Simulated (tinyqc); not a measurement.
Relaxation at fixed composition: composition and strain of an epitaxial Si(1-x)Ge(x) layer from Raman and X-ray peaks. Computed by tinyqc, a small Python program. Command: `OMP_NUM_THREADS=1 python tinyqc.py 3003283 3003284 out.jsonl epiraman walk`. One thread of a shared host (Intel(R) Xeon(R) Processor @ 2.30GHz), about 0.01 s of CPU time with the checks.

A (001) layer, biaxially strained in the plane. The Raman peaks follow empirical lines omega = w0 + c1 x + c3 x^3 + b eps (c3 for Si-Ge alone), with eps the in-plane strain.

Inputs (values chosen for the exercise, modelled on silicon-germanium):

| quantity | value | unit |
|---|---|---|
| Ge fraction x | 0.46 | - |
| lattice constant of Si | 5.431 | angstrom |
| lattice constant of Ge | 5.658 | angstrom |
| bowing B | 0.026 | angstrom |
| 2 C12/C11 of Si | 0.766 | - |
| 2 C12/C11 of Ge | 0.745 | - |
| Si-Si: w0 | 520.3 | 1/cm |
| Si-Si: c1 | -69.1 | 1/cm |
| Si-Si: strain coefficient b | -770 | 1/cm |
| Ge-Ge: w0 | 280.2 | 1/cm |
| Ge-Ge: c1 | 19.5 | 1/cm |
| Ge-Ge: strain coefficient b | -448 | 1/cm |
| X-ray wavelength | 1.540598 | angstrom |

Substrate: silicon.

Method:
- Relaxed lattice constant a(x) = a_Si + (a_Ge - a_Si) x - B x (1 - x).
- In-plane constant a_par = a_sub + R (a(x) - a_sub); eps = a_par/a(x) - 1; eps_perp = -(2 C12/C11) eps with 2 C12/C11 linear in x; a_perp = a(x) (1 + eps_perp).
- (004) Bragg angle theta = arcsin(2 lambda/a), with a = a_perp for the layer and a_sub for the substrate; separation = layer less substrate. The apparent x is the one that a fully strained layer (R = 0) would need to give the same a_perp.

Signatures:

| R | eps (per mille) | Si-Si (1/cm) | Ge-Ge (1/cm) | a_perp (angstrom) | (004) separation (arcsec) | apparent x if R = 0 is assumed |
|---|---|---|---|---|---|---|
| 0.00 | -17.718 | 502.16 | 297.11 | 5.6031 | -4332.6 | 0.46000 |
| 0.15 | -15.060 | 500.11 | 295.92 | 5.5919 | -4062.6 | 0.43164 |
| 0.30 | -12.403 | 498.06 | 294.73 | 5.5808 | -3791.2 | 0.40310 |
| 0.50 | -8.859 | 495.34 | 293.14 | 5.5660 | -3427.4 | 0.36478 |
| 0.70 | -5.315 | 492.61 | 291.55 | 5.5512 | -3061.2 | 0.32615 |
| 0.85 | -2.658 | 490.56 | 290.36 | 5.5401 | -2784.9 | 0.29697 |
| 1.00 | 0.000 | 488.51 | 289.17 | 5.5290 | -2507.4 | 0.26759 |

What follows from these numbers?

Full relaxation moves the Si-Si peak by -13.64 per cm and shrinks the X-ray separation to 58 % of its strained value, about 1/(1 + 2 C12/C11). A symmetric reflection alone cannot part x from R: a relaxed layer read as strained gives x = 0.268 in place of 0.46. An asymmetric reflection or a second peak is needed.

Extremes, crossings and ranges named in words are read from the listed rows.
